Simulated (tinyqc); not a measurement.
From results back to parameters: propagation of a band-gap error through k.p and effective-mass formulas. Two cases, with inputs chosen for the exercise.

Problem. A calculation returned the electron mass below. With 1/me = 1 + Ep (E + 2 Dso/3)/(E (E + Dso)) and the given Ep and Dso, which gap E did it have, and by what factor is exp(-E/2kT) off against the gap Eg?

Constants: kB = 8.617333262e-05 eV/K.
Find: X = 1/me - 1; E; log10 of the factor.
Method. X E^2 + (X Dso - Ep) E - (2/3) Ep Dso = 0 has one positive root; the factor is exp((Eg - E)/2kT).

Case 1.

Values chosen (reference values near those of ZnSe, gap at low temperature; the results hold for these values, not for the real material):
- Eg = 2.784 eV (gap at Gamma to the s-like level)
- Dso = 0.393 eV (spin-orbit splitting)
- Ep = 24 eV (Kane energy)
- T = 77 K (temperature)

me = 0.1894364 m0

Solution.

X = 1/me - 1 = 4.279
E = 5.484 eV
log10 of the factor = -88.36

Case 2.

Values chosen (reference values near those of GaSb, gap at low temperature; the results hold for these values, not for the real material):
- Eg = 0.824 eV (gap at Gamma to the s-like level)
- Dso = 0.765 eV (spin-orbit splitting)
- Ep = 26.7 eV (Kane energy)
- T = 300 K (temperature)

me = 0.0800563 m0

Solution.

X = 1/me - 1 = 11.491
E = 2.118 eV
log10 of the factor = -10.87

Computed by tinyqc, one run a case: `OMP_NUM_THREADS=1 python tinyqc.py N N+1 out.jsonl` with N = 1851108, 1851157; one thread of a shared Intel(R) Xeon(R) Processor @ 2.30GHz, about 0.01 s a run at most.
